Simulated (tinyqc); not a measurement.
Inside a calculation. Model: electron-beam lithography: double-Gaussian proximity function, edge placement and dose correction for parallel lines. Computed by tinyqc, a small Python program that keeps every step. Command: `OMP_NUM_THREADS=1 python tinyqc.py 3113460 3113461 out.jsonl proximity walk`. One thread of a shared host (Intel(R) Xeon(R) Processor @ 2.30GHz), about 0.01 s of CPU time with the checks. Intermediate numbers are printed to about 7 digits and carried at full precision; extremes and crossings named in words are read from the listed rows.

Lines are infinitely long. Absorbed energy is counted so that the middle of a very large area written at dose 1 receives 1; the resist develops where it exceeds 1/2.

Inputs (values chosen for the exercise, of the order of those for 50 keV electrons in resist on silicon):
```
quantity                              value               unit
forward range alpha                   0.022         micrometre
backscatter range beta                  8.8         micrometre
backscatter ratio eta                  0.53                  -
base dose D0                             51  microcoulomb/cm^2
beam current                           0.24                 nA
pixel size                                2                 nm
width of the test line                0.065         micrometre
pattern density around the test line   0.59                  -
```

line widths (micrometre): 10  0.035  0.049  0.037  1.6

gaps between the lines (micrometre): 0.56  0.07  0.12  0.14

Constants: e = 1.602176634e-19 C.

## Layout

The first line starts at x = 0; each next one starts after the width and the gap.

Lines (micrometre):
```
line  left edge  right edge   centre
1         0.000      10.000   5.0000
2        10.560      10.595  10.5775
3        10.665      10.714  10.6895
4        10.834      10.871  10.8525
5        11.011      12.611  11.8110
```

## Interaction matrix

f(r) = [exp(-r^2/alpha^2)/alpha^2 + eta exp(-r^2/beta^2)/beta^2]/(pi (1 + eta)). A line from a to b at dose d gives E(x) = d [S(alpha) + eta S(beta)]/(1 + eta), S(s) = [erf((b - x)/s) - erf((a - x)/s)]/2. M_ij is the mean of E at the two edges of line i from line j at dose 1.

M:
```
           1          2          3          4          5
1  0.4812870  0.0004786  0.0006652  0.0004968  0.0199413
2  0.1449532  0.3195825  0.0010892  0.0008209  0.0347507
3  0.1430562  0.0007783  0.3273518  0.0008214  0.0348685
4  0.1402734  0.0007765  0.0010879  0.3219375  0.0350208
5  0.1235113  0.0007562  0.0010622  0.0008055  0.3619439
```

## Dose correction

Uncorrected edge energies are M 1. Solve M d = 1/2 for the doses d that put the mean edge energy of every line at the threshold.

edge energies at dose 1: 1 0.5028690, 2 0.5011965, 3 0.5068762, 4 0.4990961, 5 0.4880791

corrected doses: 1 0.992599, 2 0.995818, 3 0.978449, 4 1.002251, 5 1.035529

largest over smallest dose = 1.058337

Line 5 needs the most and line 3 the least; a narrow isolated line much wider than alpha would need 1 + eta = 1.53.

## Printed widths

Edges are the roots of E(x) = 1/2 between a line centre and the middle of the next gap. Three cases: dose 1 everywhere; one common dose equal to the mean of d; the corrected doses.

Width error, printed less drawn (nm):
```
line  drawn width (nm)     dose 1  mean dose  corrected
1                10000   0.342766   0.398172   0.000208
2                   35   0.155073   0.215156   0.000031
3                   49   0.826191   0.881934   0.000047
4                   37  -0.114624  -0.055759   0.000035
5                 1600  -1.423170  -1.367673   0.001612
```

With the common mean dose the errors span 2.2 nm. With corrected doses the largest error is below 0.01 nm.

## Dose to size and latitude

A test line of width w << beta in surroundings of density rho, all at dose d: near its edge E(x) = d [S + eta rho]/(1 + eta), S = [erf((b - x)/alpha) - erf((a - x)/alpha)]/2 for edges a and b, the second term being the background energy. Dose to size d_s = (1 + eta)/(erf(w/alpha) + 2 eta rho), dose = d_s D0; edge slope d [1 - exp(-w^2/alpha^2)]/(sqrt(pi) alpha (1 + eta)); width change per 1 % of dose = 2 x 0.01 x (1/2)/slope.

dose to size d_s = 0.9413238

dose = 48.00751 microcoulomb/cm^2

edge slope = 0.01577538 1/nm

width change per 1 % of dose = 0.6338993 nm

background energy = 0.1923869

The background supplies 38 % of the threshold.

## Shot noise and writing time

With dose = d_s D0: electrons per pixel N = dose x pixel area/e; relative noise 1/sqrt(N); time per cm^2 of pattern area = dose x density/current; pixel rate = current/(dose x pixel area).

electrons per pixel = 11.98557

shot noise = 28.88488 %

writing time per cm^2 = 32.78291 h

pixel rate = 124.9804 MHz

Checks made by the program: corrected edge energies (relative difference below 1e-10).
